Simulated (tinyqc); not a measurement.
Raman line shape of confined optical phonons and breathing modes of small crystals: one step, computed by the program tinyqc.

Confinement in 2 direction(s) lets phonons with q away from zero scatter light. q is in units of 2 pi/a, from 0 to 1, and the branch is isotropic: omega(q)^2 = (omega_0^2 + omega_X^2)/2 + ((omega_0^2 - omega_X^2)/2) cos(pi q). The model and its constant beta are phenomenological; beta = 8 is the common choice.

Task: Range of wave vectors. Weight W(q) = q^1 exp(-(2 L q/a)^2/(2 beta)) dq, that is exp(-k^2 L^2/(2 beta pi^2)) for k = 2 pi q/a. Width q_c = a sqrt(2 beta)/(2 L), where the exponential falls to 1/e; curvature of the branch: omega(q) = omega_0 - c q^2, c = pi^2 (omega_0^2 - omega_X^2)/(8 omega_0); for small q_c the mean of q^2 is (number of confined directions) q_c^2/2, and the mean shift is -c times that.

Inputs (values chosen for the exercise, modelled on diamond): bulk frequency omega_0 = 1332 1/cm; frequency at the zone boundary omega_X = 1210 1/cm; lattice constant a = 3.567 angstrom; size L = 3.2 nm; confinement constant beta = 3.

Shape: wire.

Give: q_c; curvature c; mean shift, quadratic estimate; omega(q_c) - omega_0.

Result:

q_c = 0.1365 2 pi/a

curvature c = 287.2 1/cm

mean shift, quadratic estimate = -5.354 1/cm

omega(q_c) - omega_0 = -5.282 1/cm
